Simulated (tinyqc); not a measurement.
Conductance of a narrow metal strip with scatterers (square lattice, Green functions): sweeps and comparisons. A value that a table varies takes the place of the one given here.

A strip of W sites across with hard walls, site energy 0 and hopping -t. Mode n = 1 to W has profile chi_n(j) = sqrt(2/(W + 1)) sin(n j pi/(W + 1)) and energy en = -2t cos(n pi/(W + 1)); E = en - 2t cos(kn a). With z_n = exp(i kn a) (Im k > 0 for closed modes, |z| < 1) each lead gives the self-energy -t z_n in mode n. One column carries the site energies v, here a notch at the edge (a site raised out of reach). In the mode basis V_nm = sum_j chi_n(j) v_j chi_m(j), G = (E - en + 2 t z_n - V)^-1, and t_nm = 2t sqrt(sin(kn a) sin(km a)) G_nm in size for open modes. T = sum |t_nm|^2, conductance (2e^2/h) T.

Constants: e^2/h = 3.874045865e-05 S.

Values chosen for the exercise (hopping and spacing of the size met in Cu or Al; the lattice is a model; the results hold for these values, not for the real material):
- t = 1.93 eV (hopping)
- W = 5 (sites across)
- v = (50, 0, 0, 0, 0) eV (site energies in the scattering column)
- a = 2.5 angstrom (spacing)
- E = -4.12 eV (Fermi energy)

## Conductance steps with and without the scatterer

E is varied across the lower half of the band.

Against energy:

| E/t | E (eV) | open modes | T | reflected |
|---|---|---|---|---|
| -3.30 | -6.369 | 1 | 0.9800 | 0.0200 |
| -2.95 | -5.694 | 2 | 1.1772 | 0.8228 |
| -2.65 | -5.114 | 2 | 1.6076 | 0.3924 |
| -2.30 | -4.439 | 2 | 1.8248 | 0.1752 |
| -1.95 | -3.764 | 3 | 2.0361 | 0.9639 |
| -1.65 | -3.184 | 3 | 2.1711 | 0.8289 |
| -1.30 | -2.509 | 3 | 2.3663 | 0.6337 |
| -0.95 | -1.833 | 4 | 3.0085 | 0.9915 |
| -0.65 | -1.254 | 4 | 3.0312 | 0.9688 |
| -0.30 | -0.579 | 4 | 3.2089 | 0.7911 |
| 0.05 | 0.097 | 5 | 4.0038 | 0.9962 |

The clean strip goes from 1 to 5 open modes. The reflected flux ranges from 0.020 (E/t = -3.3) to 0.996 (E/t = 0.05). A scatterer on one site acts on one combination of modes only, so it can reflect at most one unit.

## The same scatterer in wider strips

Width (W + 1) a; the strength is the entry of v largest in size. The notch stays one site deep. Added resistance (1/T - 1/M)/(2 e^2/h), M the number of open modes.

Against width:

| W | width (angstrom) | M | T | T/M | added resistance (ohm) |
|---|---|---|---|---|---|
| 3 | 10.0 | 1 | 0.9723 | 0.9723 | 367.8 |
| 4 | 12.5 | 2 | 1.3802 | 0.6901 | 2897.6 |
| 5 | 15.0 | 2 | 1.9089 | 0.9545 | 307.8 |
| 6 | 17.5 | 3 | 2.3621 | 0.7874 | 1161.9 |
| 8 | 22.5 | 4 | 3.3441 | 0.8360 | 632.9 |
| 10 | 27.5 | 5 | 4.3259 | 0.8652 | 402.3 |
| 14 | 37.5 | 7 | 6.2851 | 0.8979 | 209.7 |
| 20 | 52.5 | 10 | 9.1735 | 0.9174 | 116.3 |

The added resistance is 368 ohm at W = 3 and 116.3 at W = 20; from W = 10 to 20 it changes by a factor 0.29, where 1/M gives 0.50 and 1/M^2 gives 0.25. A point scatterer removes at most one unit of M (here 0.03 to 0.83), so its resistance is at most 1/(M (M - 1)) in units of h/2e^2, without bound for M = 1, with jumps where modes open or where the site sits near a node of the open modes; the largest value is at W = 4 (2898 ohm).

## What each change does

Open modes M, T and the added resistance (1/T - 1/M)/(2 e^2/h). Each row changes one parameter from the base and keeps the others.

Results:

| case | M | T | added resistance (ohm) |
|---|---|---|---|
| base | 2 | 1.9089 | 308 |
| t = 2.007 eV | 2 | 1.9572 | 141 |
| E = -3.97 eV | 2 | 1.9543 | 151 |
| v = (50, 50, 0, 0, 0) eV | 2 | 1.1388 | 4880 |

The largest shifts from the base row, up to three for each result and ties (the steps differ in size, so this ranks the rows, not the parameters). M: unchanged at the printed digits by t, E and v. T: v -0.7702, t +0.0483, E +0.0454. added resistance (ohm): v +4572, t -167, E -157.

Program tinyqc; command `OMP_NUM_THREADS=1 python tinyqc.py 1450089 1450090 out.jsonl`; about 0.01 s on one thread of a shared Intel(R) Xeon(R) Processor @ 2.30GHz.
